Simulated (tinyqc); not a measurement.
Where in the gap a trap does harm: carrier lifetime from Shockley-Read-Hall, radiative, Auger and surface recombination. Computed by tinyqc, a small Python program. Command: `OMP_NUM_THREADS=1 python tinyqc.py 3014295 3014296 out.jsonl lifetime walk`. One thread of a shared host (Intel(R) Xeon(R) Processor @ 2.30GHz), about 0.03 s of CPU time with the checks.

Energies are counted from the top of the valence band. Boltzmann statistics, full ionisation, and equal excess densities of electrons and holes.

Inputs (values chosen for the exercise, with bands modelled on GaP):
```
quantity,value,unit
gap E_g,2.23,eV
electron mass m_e,0.491,m_0
valleys M_c,3,-
hole mass m_h,0.82,m_0
temperature T,250,K
doping N,7.2e+14,cm^-3
trap level E_t,1.17,eV
trap density N_t,1.7e+12,cm^-3
electron cross-section sigma_n,7.9e-15,cm^2
hole cross-section sigma_p,1.5e-16,cm^2
```

Doping: p-type. Surface term: two equal surfaces.

Constants: m_0 = 9.1093837015e-31 kg; k_B = 1.380649e-23 J/K; h = 6.62607015e-34 J s; k_B = 8.617333262e-05 eV/K.

Method:
- N_c = 2 M_c (2 pi m_e k_B T/h^2)^(3/2) and N_v = 2 (2 pi m_h k_B T/h^2)^(3/2), masses in units of m_0.
- n_i = sqrt(N_c N_v) exp(-E_g/2 k_B T); majority density N/2 + sqrt(N^2/4 + n_i^2), minority density n_i^2 over it.
- v = sqrt(3 k_B T/m) with m_e or m_h; tau_n0 = 1/(sigma_n v_n N_t), tau_p0 = 1/(sigma_p v_p N_t); n1 = N_c exp(-(E_g - E_t)/k_B T), p1 = N_v exp(-E_t/k_B T).
- Low injection: tau = [tau_p0 (n_0 + n1) + tau_n0 (p_0 + p1)]/(n_0 + p_0). Depleted region (n = p = 0): generation lifetime tau_g = (tau_p0 n1 + tau_n0 p1)/n_i. n1 = N_c exp(-(E_g - E_t)/k_B T), p1 = N_v exp(-E_t/k_B T).

tau_p0 = 3.33073e-04 s

n_0 = 4.30438e-22 cm^-3

N_c = 1.97035e+19 cm^-3

tau_n0 = 4.89370e-06 s

p_0 = 7.20e+14 cm^-3

N_v = 1.41749e+19 cm^-3

n_i = 5.56700e-04 cm^-3

The same trap at other energies:
```
E_t (eV),SRH lifetime (s),generation lifetime (s)
0.134,1.9654e-04,2.4786e+14
0.334,4.9115e-06,2.3035e+10
0.558,4.8937e-06,7.0267e+05
0.780,4.8937e-06,2.3520e+01
1.004,4.8937e-06,7.1971e-04
1.115,4.8937e-06,3.9684e-04
1.227,4.8937e-06,7.1100e-02
1.450,4.8937e-06,2.2251e+03
1.672,4.8937e-06,6.6478e+07
1.896,6.5787e-06,2.1793e+12
2.096,1.8136e-02,2.3450e+16
```

What follows from these numbers?

The SRH lifetime (other channels left aside) stays within 10 % of its least value, among these rows, from E_t = 0.334 to 1.672 eV. The generation lifetime has a sharp minimum, among these rows at 1.115 eV and exactly at 1.066 eV, where tau_p0 n1 = tau_n0 p1, since generation needs two thermal jumps and the larger one rules.

Extremes, crossings and ranges named in words are read from the listed rows.
